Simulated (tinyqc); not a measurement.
Thermionic-field emission through a Schottky barrier, WKB: two steps of the calculation.

Metal on an n-type semiconductor with one parabolic valley; V > 0 is forward bias (metal positive). Energies E are counted from the conduction edge of the neutral semiconductor, whose Fermi level lies at -xi; that of the metal lies at -xi - V. The barrier is a parabola of height Vd = phi - xi - V (depletion approximation, no image force).

Values chosen for this exercise; band and dielectric values close to those of silicon: temperature T = 250 K; electron mass me = 0.26 m0; relative permittivity eps_r = 11.6; barrier height seen from the metal phi = 0.32 eV; donor density Nd = 7.1e17 cm^-3; bias V = 0.09 V; points of the energy grid nE = 13; upper end of the energy grid Eb = 0.33 eV.

Constants: q = 1.602176634e-19 C, kB = 1.380649e-23 J/K, hbar = 1.054571817e-34 J s, h = 6.62607015e-34 J s, m0 = 9.1093837015e-31 kg, Vt = kB T/q, eps0 = 8.8541878128e-14 F/cm where lengths are in cm. Results are converted to the units shown.

Question 1. Fermi level, barrier and E00. Nc = 2 (2 pi me m0 kB T/h^2)^1.5 (times 1e-6 for cm^-3); Nd = Nc F12(-xi/Vt), F12(x) = (2/sqrt(pi)) int_0^infinity sqrt(u)/(1 + exp(u - x)) du; E00 = (hbar/2) sqrt(Nd/(me m0 eps0 eps_r)) in SI units (volts). W = sqrt(2 eps0 eps_r Vd/(q Nd)).

Find: Nc; xi; Vd; W; E00; E00/Vt.

Answer 1.

Nc = 2.531e18 cm^-3
xi = 0.02525 eV
Vd = 0.2047 V
W = 19.23 nm
E00 = 9.008 meV
E00/Vt = 0.4181

By a common rule of thumb, E00/Vt below 0.5 marks thermionic emission, 0.5 to 5 thermionic-field emission and above 5 field emission. By that rule alone: thermionic emission; with a high barrier, tunnelling near its top can carry most of the current even below 0.5.

Question 2. Current density on a coarse grid. For E < Vd, ln T(E) = -(Vd/E00) [sqrt(1 - y) - y ln((1 + sqrt(1 - y))/sqrt(y))], y = E/Vd; T(E) = 1 above. J = A* T (q/kB) int_0^infinity T(E) N(E) dE, N = ln[(1 + exp((-xi - E)/Vt))/(1 + exp((-xi - V - E)/Vt))], A* = 4 pi q me m0 kB^2/h^3 (times 1e-4 for A/(cm^2 K^2)). Simpson's rule on nE equally spaced points from 0 to Eb.

xi = 0.025253760 eV
Vd = 0.20474624 V
E00 = 9.0082578 meV

Give: E; T(E); N; T(E) N; J.

Answer 2.

```
point,E (eV),T(E),N,T(E) N
0,0.00000,1.3460e-10,0.26504,3.5674e-11
1,0.02750,1.0439e-7,0.081549,8.5132e-9
2,0.05500,8.7027e-6,0.023452,2.0410e-7
3,0.08250,2.8672e-4,0.0066007,1.8926e-6
4,0.11000,0.0048382,0.0018462,8.9323e-6
5,0.13750,0.046332,5.1547e-4,2.3883e-5
6,0.16500,0.25898,1.4385e-4,3.7254e-5
7,0.19250,0.79902,4.0138e-5,3.2071e-5
8,0.22000,1.0000,1.1199e-5,1.1199e-5
9,0.24750,1.0000,3.1247e-6,3.1247e-6
10,0.27500,1.0000,8.7184e-7,8.7184e-7
11,0.30250,1.0000,2.4326e-7,2.4326e-7
12,0.33000,1.0000,6.7872e-8,6.7872e-8
```

J = 300.70 A/cm^2

The integrand peaks at E = 0.165 eV among these points, 0.81 of the barrier height.

Range of the model: One isotropic valley is assumed; bands with several valleys have a larger Richardson constant and Nc. The depletion approximation, a parabolic band and the neglect of image-force lowering make these currents estimates at high doping.

Program tinyqc, `OMP_NUM_THREADS=1 python tinyqc.py 2640155 2640156 out.jsonl`; Intel Xeon 2.30GHz, shared host, one thread, about 0.06 s.
